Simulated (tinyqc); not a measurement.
Circuit elements from the admittance matrix.

Problem. Y belongs to a common-source circuit with y11 = i w (Cgs + Cgd), y12 = -i w Cgd, y21 = gm - i w Cgd, y22 = gds + i w (Cgd + Cd) and a resistance Rg in series with the gate; w = 2 pi f. Find Rg, Cgs + Cgd, Cgd, gm, gds and Cd.

Parameters, values chosen for the exercise: signal frequency f = 2 GHz.

Y with Rg (mS):

|  | 1 | 2 |
|---|---|---|
| 1 | 0.00047702+0.54649586i | -0.00011408-0.13069015i |
| 2 | 22.52909324-0.15035536i | 1.44190175+0.56767616i |

Solution. 1/Y11 = Rg + 1/(i w (Cgs + Cgd)) gives Rg; removing it from Z11 returns the inner y, whose parts are read off.

Rg = 1.597 ohm
Cgs + Cgd = 43.49 fF
Cgd = 10.40 fF
gm = 22.53 mS
gds = 1.442 mS
Cd = 34.40 fF

Numbers from tinyqc (`OMP_NUM_THREADS=1 python tinyqc.py 2150124 2150125 out.jsonl`; about 0.01 s on one thread of a shared Intel Xeon 2.30GHz).
